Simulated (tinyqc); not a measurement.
Hubbard chain of 4 sites, step by step. Computed by tinyqc, a small Python program that keeps every step. Settings: hopping = 1.97, U = 2.8, mixing = 1, iteration cap = 70. Command: `OMP_NUM_THREADS=1 python tinyqc.py 21243 21244 out.jsonl` (the two numbers bound the seeds that draw the settings). One thread of a shared host (Intel(R) Xeon(R) Processor @ 2.60GHz), about 0.3 s of CPU time with the checks.

one-body matrix (hopping and site energies) (eV):
```
           1          2          3          4
1   0.000000  -1.970000   0.000000   0.000000
2  -1.970000   0.000000  -1.970000   0.000000
3   0.000000  -1.970000   0.000000  -1.970000
4   0.000000   0.000000  -1.970000   0.000000
```

U = 2.800000 eV

electrons, up and down: 2  2

n(up) at the start (a guess, not normalised): 1 0.550000, 2 0.450000, 3 0.550000, 4 0.450000

n(down) at the start (a guess): 1 0.450000, 2 0.550000, 3 0.450000, 4 0.550000

Each step fills the lowest levels of T + U n(other spin) and sets n(new) = n + mixing (n(out) - n); stop when output and input agree to 1e-8.

Course of the cycle:
```
iteration       E (eV)  largest |n(out) - n(in)|  mean |n_up - n_down|
1          -6.00622031                  1.83e-02              0.079057
2          -6.00755640                  7.38e-03              0.065067
3          -6.00835904                  6.72e-03              0.053934
4          -6.00890472                  5.63e-03              0.044784
5          -6.00927850                  4.67e-03              0.037212
6          -6.00953538                  3.88e-03              0.030934
7          -6.00971233                  3.22e-03              0.025723
8          -6.00983441                  2.68e-03              0.021393
9          -6.00991873                  2.22e-03              0.017795
10         -6.00997700                  1.85e-03              0.014803
11         -6.01001730                  1.54e-03              0.012316
...                ...                       ...                   ...
60         -6.01010783                  1.88e-07              1.51e-06
61         -6.01010783                  1.56e-07              1.25e-06
62         -6.01010783                  1.30e-07              1.04e-06
63         -6.01010783                  1.08e-07              8.67e-07
64         -6.01010783                  9.00e-08              7.22e-07
65         -6.01010783                  7.49e-08              6.01e-07
66         -6.01010783                  6.23e-08              5.00e-07
67         -6.01010783                  5.19e-08              4.16e-07
68         -6.01010783                  4.32e-08              3.46e-07
69         -6.01010783                  3.59e-08              2.88e-07
70         -6.01010783                  2.99e-08              2.39e-07
```

Can the last value be used, and what does the course show?

Not by the stop rule, although the second column moves by less than 1e-07 over the last three steps. Not converged within 70 iterations: the residual falls steadily but slowly, by a factor of about 0.83 a step. The lowest mean-field energy found from random starts is -6.01011 eV. Reruns (cap 100 unless said): mixing 0.2: not converged; mixing 0.5: not converged; mixing 0.9: converged in 86 (E = -6.01011); the original settings with a cap of 400: converged in 76 (E = -6.01011).
